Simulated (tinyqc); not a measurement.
Shockley-Read-Hall recombination through one deep level: sweeps and comparisons. A value that a table varies takes the place of the one given here.

One level at Et with degeneracy 1: tn = 1/(sn vth Nt), tp = 1/(sp_ vth Nt), n1 = Nc exp((Et - Eg)/kT), p1 = Nv exp(-Et/kT), ni^2 = n1 p1. Equilibrium p0 = Nm, n0 = ni^2/Nm; n = n0 + dn, p = p0 + dn. U = (n p - ni^2)/(tp (n + n1) + tn (p + p1)), lifetime dn/U; emission rates en = sn vth n1, ep = sp_ vth p1.

Constants: kB = 8.617333262e-05 eV/K.

Inputs chosen for the exercise (gap and densities of states near those of Si at this temperature; shifted at random, so the results belong to these values and not to a real crystal): E1 = 0.832 eV (level (+1/0) above Ev); E2 = 0.69 eV (level (0/-1) above Ev); gm = 2 (degeneracy of the middle state, the others 1); T = 450 K; Eg = 1.099 eV (gap); Nc = 4.98e+19 1/cm^3 (conduction-band density of states); Nv = 1.98e+19 1/cm^3 (valence-band density of states); Nd = -4.3e+15 1/cm^3 (ionised shallow donors minus acceptors); Et = 0.69 eV (recombination level above Ev); Nt = 5.6e+14 1/cm^3 (defects); sn = 2.6e-15 cm^2 (electron capture cross-section); sp_ = 5.3e-15 cm^2 (hole capture cross-section); vth = 22000000 cm/s (thermal velocity, both carriers); Nm = 5.6e+15 1/cm^3 (equilibrium holes for the lifetime steps); dn = 5.1e+12 1/cm^3 (excess pairs).

## Charge state against the Fermi level (deep level with several charge states)

Energies from Ev. The defect has charge states +1, 0, -1 with weights 1, gm exp((EF - E1)/kT), exp((2 EF - E1 - E2)/kT); the shares are the weights over their sum. Boltzmann carriers: n = Nc exp((EF - Eg)/kT), p = Nv exp(-EF/kT). Neutrality: p - n + Nd + Nt <q> = 0.

Shares:

| EF (eV) | +1 | 0 | -1 | <q> |
|---|---|---|---|---|
| 0.066 | 1.000 | 0.000 | 0.000 | 1.000 |
| 0.154 | 1.000 | 0.000 | 0.000 | 1.000 |
| 0.242 | 1.000 | 0.000 | 0.000 | 1.000 |
| 0.330 | 1.000 | 0.000 | 0.000 | 1.000 |
| 0.418 | 1.000 | 0.000 | 0.000 | 1.000 |
| 0.506 | 1.000 | 0.000 | 0.000 | 1.000 |
| 0.593 | 0.996 | 0.004 | 0.000 | 0.995 |
| 0.681 | 0.946 | 0.039 | 0.015 | 0.931 |
| 0.769 | 0.344 | 0.136 | 0.520 | -0.176 |
| 0.857 | 0.007 | 0.026 | 0.967 | -0.960 |
| 0.945 | 0.000 | 0.003 | 0.997 | -0.997 |
| 1.033 | 0.000 | 0.000 | 1.000 | -1.000 |

E2 lies below E1 (negative U = -0.142 eV), so the charge goes from +1 to -1 near (E1 + E2)/2 = 0.761 eV, two electrons at once; the middle state never exceeds a share of 0.138.

## Defects against doping (deep level with several charge states)

Nt takes the listed multiples of |Nd|; the resistivity uses mobilities of 1000 (electrons) and 300 (holes) cm^2/(V s), chosen for the exercise, and e = 1.602176634e-19 C.

Neutral state:

| Nt/\|Nd\| | EF (eV) | n (1/cm^3) | p (1/cm^3) | rho (ohm cm) |
|---|---|---|---|---|
| 0.01 | 0.3275 | 1.14e+11 | 4.26e+15 | 4.89 |
| 0.10 | 0.3312 | 1.25e+11 | 3.87e+15 | 5.38 |
| 0.30 | 0.3409 | 1.61e+11 | 3.01e+15 | 6.91 |
| 0.60 | 0.3626 | 2.82e+11 | 1.72e+15 | 12.1 |
| 0.90 | 0.4163 | 1.12e+12 | 4.31e+14 | 47.8 |
| 1.10 | 0.6389 | 3.50e+14 | 1.38e+12 | 17.8 |
| 1.50 | 0.6938 | 1.44e+15 | 3.36e+11 | 4.32 |
| 3.00 | 0.7288 | 3.56e+15 | 1.36e+11 | 1.75 |
| 10.00 | 0.7499 | 6.12e+15 | 7.92e+10 | 1.02 |

EF goes from 0.327 to 0.750 eV and the resistivity from 4.89 to 1.02 ohm cm, with a largest value of 47.8. The largest move of EF, +0.223 eV, comes between Nt/|Nd| = 0.9 and 1.1; the levels lie at 0.832 and 0.69 eV. A defect can take up to one carrier of either sign, so the doping can be cancelled no earlier than Nt = |Nd|, there only if EF lies well beyond the level that takes the carriers and otherwise at larger Nt (mean charge +0.24 in the last row). The type changes along the table.

## Lifetime against injection

Recombination:

| dn (1/cm^3) | lifetime (microsecond) | U (1/(cm^3 s)) |
|---|---|---|
| 1.0e+11 | 0.03480 | 2.87e+18 |
| 1.0e+12 | 0.03480 | 2.87e+19 |
| 1.0e+13 | 0.03482 | 2.87e+20 |
| 1.0e+14 | 0.03500 | 2.86e+21 |
| 1.0e+15 | 0.03658 | 2.73e+22 |
| 1.0e+16 | 0.04232 | 2.36e+23 |
| 1.0e+17 | 0.04591 | 2.18e+24 |
| 1.0e+18 | 0.04647 | 2.15e+25 |

The lifetime rises from 0.0348 to 0.04647 microsecond; tn + tp = 0.04653. At low injection it is tn (1 + p1/p0) + tp n1/p0 with n1/Nm = 0.23 and p1/Nm = 6.6e-05: re-emission lengthens it to 1.11 times the minority capture time. Auger and radiative paths are left out; they cut in at the highest injections, and in a doped direct-gap crystal the radiative one counts at all injections. dn = dp neglects trapped charge, which matters where the traps hold a charge comparable with dn, at low injection and with very unequal cross sections.

## Where a level does most harm

Et takes the values listed; G = Nt en ep/(en + ep) in a depleted region; the lifetime is for dn = 1e11 1/cm^3.

Results:

| Et (eV) | lifetime (microsecond) | G (1/(cm^3 s)) |
|---|---|---|
| 0.066 | 20.2 | 4.30e+15 |
| 0.154 | 2.11 | 4.16e+16 |
| 0.242 | 0.246 | 4.03e+17 |
| 0.330 | 0.0535 | 3.89e+18 |
| 0.418 | 0.0335 | 3.76e+19 |
| 0.506 | 0.0315 | 3.22e+20 |
| 0.593 | 0.0315 | 2.72e+20 |
| 0.681 | 0.0341 | 3.05e+19 |
| 0.769 | 0.0587 | 3.16e+18 |
| 0.857 | 0.297 | 3.26e+17 |
| 0.945 | 2.60 | 3.37e+16 |
| 1.033 | 24.9 | 3.49e+15 |

Generation peaks where en = ep, at Eg/2 + (kT/2) ln(sp_ Nv/(sn Nc)) = 0.545 eV; the largest value listed is at 0.506 eV, and G falls by a decade for each 0.089 eV away from the peak. The lifetime is within a factor 2 of its minimum, 0.0315 microsecond, from 0.330 to 0.769 eV: recombination tolerates a wide range of Et, generation a narrow one.

## What moves lifetime and leakage

G = Nt en ep/(en + ep). Each row changes one parameter from the base and keeps the others.

Results:

| case | lifetime (microsecond) | G (1/(cm^3 s)) |
|---|---|---|
| base | 0.03481 | 2.42e+19 |
| Et = 0.73 eV | 0.04126 | 8.63e+18 |
| sn = 5.2e-15 cm^2 | 0.01920 | 2.42e+19 |
| sp_ = 1.06e-14 cm^2 | 0.03301 | 4.84e+19 |
| Nt = 2.8e+14 1/cm^3 | 0.06962 | 1.21e+19 |
| Nm = 1.68e+16 1/cm^3 | 0.03242 | 2.42e+19 |
| dn = 1.53e+13 1/cm^3 | 0.03483 | 2.42e+19 |

The largest shifts from the base row, up to three for each result and ties (the steps differ in size, so this ranks the rows, not the parameters). lifetime (microsecond): Nt +0.0348, sn -0.0156, Et +0.00645. G (1/(cm^3 s)): sp_ +2.42e+19, Et -1.56e+19, Nt -1.21e+19; unchanged at the printed digits by sn, Nm and dn.

Computed by tinyqc, a small Python program: `OMP_NUM_THREADS=1 python tinyqc.py 1652753 1652754 out.jsonl` (the numbers bound the seed that draws the inputs); one thread of a shared host (Intel(R) Xeon(R) Processor @ 2.30GHz), about 0.01 s for the whole set of steps.
